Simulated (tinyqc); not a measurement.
Comparisons within one model: six-band Luttinger-Kohn model with strain. A value that a table varies takes the place of the one given here.

Six-band Luttinger-Kohn model in the basis |3/2,3/2>, |3/2,1/2>, |3/2,-1/2>, |3/2,-3/2>, |1/2,1/2>, |1/2,-1/2>, electron energies, zero at the top of the unstrained valence band. H = -[rows: (P+Q, -S, R, 0, -S/r2, r2 R); (-S*, P-Q, 0, R, -r2 Q, r32 S); (R*, 0, P-Q, S, r32 S*, r2 Q); (0, R*, S*, P+Q, -r2 R*, -S*/r2); (-S*/r2, -r2 Q, r32 S, -r2 R, P+Dso, 0); (r2 R*, r32 S*, r2 Q, -S/r2, 0, P+Dso)], r2 = sqrt(2), r32 = sqrt(3/2). Levels are twofold.

P = c g1 k^2 - av tr(e); Q = c g2 (kx^2 + ky^2 - 2 kz^2) - (b/2)(exx + eyy - 2 ezz); R = c sqrt3 [-g2 (kx^2 - ky^2) + 2i g3 kx ky] + (sqrt3/2) b (exx - eyy) - i d exy; S = 2 c sqrt3 g3 (kx - i ky) kz - d (exz - i eyz); c = hbar^2/2m0, e the strain tensor (not engineering shear).

s11 = (C11 + C12)/((C11 - C12)(C11 + 2 C12)), s12 = -C12/((C11 - C12)(C11 + 2 C12)), s44 = 1/C44; exx = s11 sxx + s12 (syy + szz) and cyclic, exy = s44 sxy/2; tension is positive. A uniaxial stress X along the unit vector n is s_ij = X n_i n_j.

Constants: hbar^2/2m0 = 3.80998211 eV angstrom^2.

Parameters, chosen for this exercise (near those of InAs; shifted at random, so the results belong to these values and not to a real crystal):

| symbol | value | unit | meaning |
|---|---|---|---|
| Dso | 0.407 | eV | spin-orbit splitting |
| g1 | 20.22 |  | Luttinger gamma1 |
| g2 | 8.51 |  | gamma2 |
| g3 | 9.16 |  | gamma3 |
| av | 0.96 | eV | valence hydrostatic potential |
| b | -1.8 | eV | tetragonal shear potential |
| d | -3.48 | eV | trigonal shear potential |
| C11 | 80.2 | GPa |  |
| C12 | 47.1 | GPa |  |
| C44 | 39.6 | GPa |  |
| load | uniaxial [110] |  | kind of stress |
| X1 | 1.3 | GPa | size of the stress |
| E_h | 10 | meV | hole energy below the top |
| X | -2.09 | GPa | stress |

## Sweep of a uniaxial [110] stress

Edges at k = 0 and curvature masses of the top pair along [110] and [001] (step 0.0002 1/angstrom); at zero stress the top is fourfold and has no single curvature.

Edges and masses:

| X (GPa) | top (eV) | second (eV) | third (eV) | splitting (meV) | m [110] | m [001] |
|---|---|---|---|---|---|---|
| -1.50 | 0.0529 | -0.0569 | -0.4278 | 109.8 | 0.023 | 0.172 |
| -1.00 | 0.0335 | -0.0388 | -0.4182 | 72.3 | 0.024 | 0.162 |
| -0.50 | 0.0158 | -0.0198 | -0.4112 | 35.6 | 0.025 | 0.152 |
| 0.00 | 0.0000 | 0.0000 | -0.4070 | 0.0 | - | - |
| 0.50 | 0.0206 | -0.0136 | -0.4058 | 34.2 | 0.274 | 0.028 |
| 1.00 | 0.0421 | -0.0249 | -0.4077 | 66.9 | 0.274 | 0.027 |
| 1.50 | 0.0642 | -0.0337 | -0.4128 | 97.9 | 0.274 | 0.026 |

The splitting reaches 109.8 meV under compression and 97.9 meV under the same tension; linear shear terms alone would make the two equal, and the difference comes from the coupling to the split-off band. At the ends of the sweep the top pair has a mass along [110] of 0.023 under compression and 0.274 under tension, so compression gives the lighter holes along [110]; along [001] it has 0.172 and 0.026. The top edge itself moves by +53 and +64 meV.

## Which stress helps holes along [110]

Each load has size X1 (biaxial: sxx = syy); masses are curvatures of the top pair at k = 0.

Results:

| load | splitting (meV) | top edge (meV) | m [110] | m [001] |
|---|---|---|---|---|
| uniaxial [110], compression | 94.7 | 45.0 | 0.023 | 0.168 |
| uniaxial [110], tension | 85.7 | 55.3 | 0.274 | 0.026 |
| uniaxial [100], compression | 161.5 | 83.6 | 0.038 | 0.135 |
| uniaxial [100], tension | 113.9 | 77.9 | 0.063 | 0.035 |
| uniaxial [111], compression | 70.8 | 30.7 | 0.031 | 0.049 |
| uniaxial [111], tension | 60.2 | 40.1 | 0.090 | 0.049 |
| biaxial (001), compression | 113.9 | 56.4 | 0.035 | 0.313 |
| biaxial (001), tension | 161.5 | 105.1 | 0.135 | 0.022 |

The lightest mass along [110] (0.023) comes with uniaxial [110], compression. The largest splitting (161.5 meV) comes with uniaxial [100], compression; biaxial (001), tension. The heaviest mass along [001] (0.313), which lowers the confinement energy in a (001) channel, comes with biaxial (001), compression. The splitting per GPa follows b (s11 - s12) for loads along cube axes and d s44 for [111]: here 2 |b| (s11 - s12) = 108.8 and |d| s44/sqrt3 = 50.7 meV per GPa in the limit of large Dso; where the splitting nears Dso, mixing with the split-off band makes it depend on the sign of the load.

## Warping of the constant-energy contours (six-band Luttinger-Kohn model)

No strain (e = 0). In the plane kz = 0, |k| where the top and second pairs lie E_h below the top, against the angle from [100]; m = c k^2/E_h.

Contours:

| angle (degrees) | k top (1/angstrom) | k second (1/angstrom) | m top (m0) | m second (m0) |
|---|---|---|---|---|
| 0 | 0.0286 | 0.0084 | 0.312 | 0.027 |
| 9 | 0.0291 | 0.0084 | 0.322 | 0.027 |
| 18 | 0.0303 | 0.0084 | 0.351 | 0.027 |
| 27 | 0.0321 | 0.0084 | 0.393 | 0.027 |
| 36 | 0.0338 | 0.0083 | 0.436 | 0.027 |
| 45 | 0.0345 | 0.0083 | 0.454 | 0.026 |

The heavy contour reaches 1.206 times as far along [110] as along [100], the light one 0.987 times. The warping follows g3 - g2 = 0.65 and would vanish for g2 = g3. Along [100] the heavy mass is 1/(g1 - 2 g2) = 0.313 at any energy, while the light one is 0.0271, against 1/(g1 + 2 g2) = 0.0269 at the edge, for E_h/Dso = 0.02.

## What each parameter does

Edges at k = 0 under a uniaxial [110] stress X and the curvature mass of the top pair along [110] (step 0.0002 1/angstrom). Each row changes one parameter from the base and keeps the others.

Results:

| case | top (eV) | second (eV) | third (eV) | mass (m0) |
|---|---|---|---|---|
| base | 0.0778 | -0.0772 | -0.4421 | 0.022 |
| g2 = 6.808 | 0.0778 | -0.0772 | -0.4421 | 0.022 |
| b = -2.16 eV | 0.0878 | -0.0800 | -0.4493 | 0.022 |
| C11 = 96.24 GPa | 0.0632 | -0.0692 | -0.4327 | 0.022 |
| C12 = 56.52 GPa | 0.0991 | -0.0805 | -0.4568 | 0.022 |
| av = 1.152 eV | 0.0755 | -0.0795 | -0.4444 | 0.022 |
| C44 = 47.52 GPa | 0.0692 | -0.0705 | -0.4402 | 0.022 |
| g1 = 24.264 | 0.0778 | -0.0772 | -0.4421 | 0.020 |

The largest shifts from the base row, up to three for each result and ties (the steps differ in size, so this ranks the rows, not the parameters). top (eV): C12 +0.0214, C11 -0.0145, b +0.0100; unchanged at the printed digits by g2 and g1. second (eV): C11 +0.0080, C44 +0.0067, C12 -0.0033; unchanged at the printed digits by g2 and g1. third (eV): C12 -0.0147, C11 +0.0094, b -0.0072; unchanged at the printed digits by g2 and g1. mass (m0): g1 -0.002; unchanged at the printed digits by g2, b, C11, C12, av and C44. The Luttinger parameters multiply k^2 and cannot move the edges; av shifts all edges alike and leaves the mass.

(tinyqc, `OMP_NUM_THREADS=1 python tinyqc.py 1081029 1081030 out.jsonl`, Intel(R) Xeon(R) Processor @ 2.30GHz, 1 thread, shared host, about 0.03 s.)
